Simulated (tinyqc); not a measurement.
Worked calculation: implant damage, amorphisation by cascade overlap, and solid-phase epitaxial regrowth. Computed by tinyqc, a small Python program that keeps every step. Command: `OMP_NUM_THREADS=1 python tinyqc.py 3112801 3112802 out.jsonl sper walk`. One thread of a shared host (Intel(R) Xeon(R) Processor @ 2.30GHz), about 0.01 s of CPU time with the checks. Intermediate numbers are printed to about 6 digits and carried at full precision; extremes and crossings named in words are read from the listed rows.

Range and width of the damage are inputs. Dynamic annealing enters only through the surviving share f.

Inputs (values chosen for the exercise, modelled on indium ions in germanium):

| quantity | value | unit |
|---|---|---|
| atomic density N | 44.2 | 1/nm^3 |
| ion Z1 | 49 | - |
| ion mass M1 | 114.8 | u |
| target Z2 | 32 | - |
| target mass M2 | 72.63 | u |
| ion energy E | 36 | keV |
| displacement energy E_d | 16 | eV |
| depth of the damage peak R_d | 16 | nm |
| width of the damage profile s_d | 8.9 | nm |
| share of defects that survive f | 0.52 | - |
| critical displaced share x_c | 0.11 | - |
| dose Q | 1.4e+15 | 1/cm^2 |
| overlaps needed n | 2 | - |
| area amorphised by one track A_i | 1.5 | nm^2 |
| regrowth prefactor v0 | 2.2e+16 | nm/s |
| regrowth energy E_a | 2.16 | eV |
| anneal temperature | 428 | C |
| rate relative to (100) | 0.33 | - |
| peak enhancement by the dopant | 11 | - |
| ramp rate | 46 | K/s |

Constants: a_0 = 0.529177210903 angstrom; e^2/(4 pi eps_0) = 14.39964548 eV angstrom; k_B = 8.617333262e-05 eV/K.

## Damage energy and displacements per ion

Robinson partition: eps = E a M2/(Z1 Z2 (e^2/(4 pi eps_0)) (M1 + M2)), a = 0.8853 a_0/sqrt(Z1^(2/3) + Z2^(2/3)); k = 0.0793 Z1^(2/3) Z2^(1/2) (M1 + M2)^(3/2)/((Z1^(2/3) + Z2^(2/3))^(3/4) M1^(3/2) M2^(1/2)); damage energy T_d = E/(1 + k (eps + 0.40244 eps^(3/4) + 3.4008 eps^(1/6))); displacements nu = 0.8 T_d/(2 E_d).

reduced energy eps = 0.0597472

k = 0.137896

damage energy T_d = 27.5196 keV

T_d/E = 0.764433

displacements per ion nu = 687.990

24 % of the energy goes to electrons.

## The amorphous layer

Displaced share x(z) = f nu Q exp(-(z - R_d)^2/(2 s_d^2))/(sqrt(2 pi) s_d N); the layer is amorphous where x > x_c, between R_d -/+ s_d sqrt(2 ln(x_max/x_c)), the upper edge being cut at the surface. Threshold dose Q_c = Q x_c/x_max.

peak displaced share x_max = 5.07939

threshold dose Q_c = 3.03186e+13 1/cm^2

upper edge = 0 nm

lower edge = 40.6402 nm

The layer reaches the surface. Caution: x above 1 counts atoms displaced more than once.

## Damage left below the interface

Displaced atoms per area beyond the lower edge z2: f nu Q (1/2) erfc((z2 - R_d)/(sqrt2 s_d)); they are not removed by regrowth.

share of the damage beyond z2 = 0.00281522

displaced atoms beyond z2 = 1.41002e+15 1/cm^2

## Layer against dose

The formulas are those given above.

Dose series; the last column is f nu Q erfc((z2 - R_d)/(sqrt2 s_d))/2:

| Q (1/cm^2) | x_max | upper edge (nm) | lower edge (nm) | displaced atoms beyond z2 (1/cm^2) |
|---|---|---|---|---|
| 3.34e+13 | 0.12118 | 12.0841 | 19.9159 | 3.94286e+15 |
| 4.55e+13 | 0.16508 | 7.9806 | 24.0194 | 2.99153e+15 |
| 7.58e+13 | 0.27501 | 3.9515 | 28.0485 | 2.38382e+15 |
| 1.21e+14 | 0.43900 | 1.1926 | 30.8074 | 2.08136e+15 |
| 2.12e+14 | 0.76916 | 0.0000 | 33.5527 | 1.84243e+15 |
| 3.64e+14 | 1.32064 | 0.0000 | 35.8428 | 1.67850e+15 |
| 7.58e+14 | 2.75012 | 0.0000 | 38.5819 | 1.51472e+15 |
| 1.52e+15 | 5.51476 | 0.0000 | 40.9032 | 1.39761e+15 |

A dose 46 times larger moves the lower edge from 19.9 to 40.9 nm, as the root of a logarithm, and the damage beyond it falls by a factor 2.8, since the edge lies on an ever steeper tail. The layer reaches the surface at Q_c exp(R_d^2/(2 s_d^2)) = 1.53e14 per cm^2.

## Overlap model

Gibbons model: a point turns amorphous after n + 1 hits; with y = A_i Q the amorphous share is 1 - exp(-y) sum_(k=0..n) y^k/k!. Doses are set by y.

Amorphous share:

| y | Q (1/cm^2) | direct impact (n = 0) | given n |
|---|---|---|---|
| 0.1 | 6.66667e+12 | 0.095163 | 1.54653e-04 |
| 0.3 | 2.00000e+13 | 0.259182 | 3.59949e-03 |
| 0.6 | 4.00000e+13 | 0.451188 | 2.31153e-02 |
| 1.0 | 6.66667e+13 | 0.632121 | 8.03014e-02 |
| 2.0 | 1.33333e+14 | 0.864665 | 3.23324e-01 |
| 3.0 | 2.00000e+14 | 0.950213 | 5.76810e-01 |
| 5.0 | 3.33333e+14 | 0.993262 | 8.75348e-01 |
| 8.0 | 5.33333e+14 | 0.999665 | 9.86246e-01 |

At small y the share grows as y^3; between the first rows the exponent is 2.86.

## Isothermal regrowth

v = v0 x orientation factor x exp(-E_a/(k_B T)) x [1 + (enhancement - 1) exp(-(z - R_d)^2/(2 s_d^2))], T = anneal temperature + 273.15 K; the dopant is taken to follow the damage profile; the lower front moves from the lower edge z2 to the surface, or to the middle (z1 + z2)/2 of a buried layer with upper edge z1; time = int dz/v; the equivalent undoped distance is that time times the undoped velocity.

undoped velocity = 2.16335 nm/s

distance to regrow = 40.6402 nm

time without enhancement = 18.7857 s

equivalent undoped distance = 9.99575 nm

time with enhancement = 4.62049 s

The rate doubles for each 14 K or so near this temperature.

## Regrowth during a ramp

On a linear ramp from 200 C regrowth ends at the T_f where int v_undoped dT/(ramp rate) equals the equivalent undoped distance.

temperature at which regrowth ends = 476.349 C

Checks made by the program: tail against quadrature of x(z) N (relative difference below 1e-10).
